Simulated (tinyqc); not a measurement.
# Scale length and barrier from the threshold roll-off

Problem. For L well above Lambda the threshold falls by 2 m sqrt(A (A + Vds)) exp(-pi L/(2 Lambda)), A being the height of the source potential over the barrier top; the two values follow this form. Find Lambda and A.

Parameters, values chosen for the exercise: long-channel body factor m = 1; drain voltage Vds = 0.6 V.

threshold lowering at L = 40 and 64 nm (mV): [47.344030, 7.1401492]

Answer. The ratio of the two values gives Lambda; the prefactor gives A (A + Vds), a quadratic with one positive root.

Lambda = 19.9 nm
A = 0.330 V

Computed by the program tinyqc: `OMP_NUM_THREADS=1 python tinyqc.py 2420122 2420123 out.jsonl`, one thread of a shared Intel Xeon 2.30GHz, about 0.01 s for the whole run.
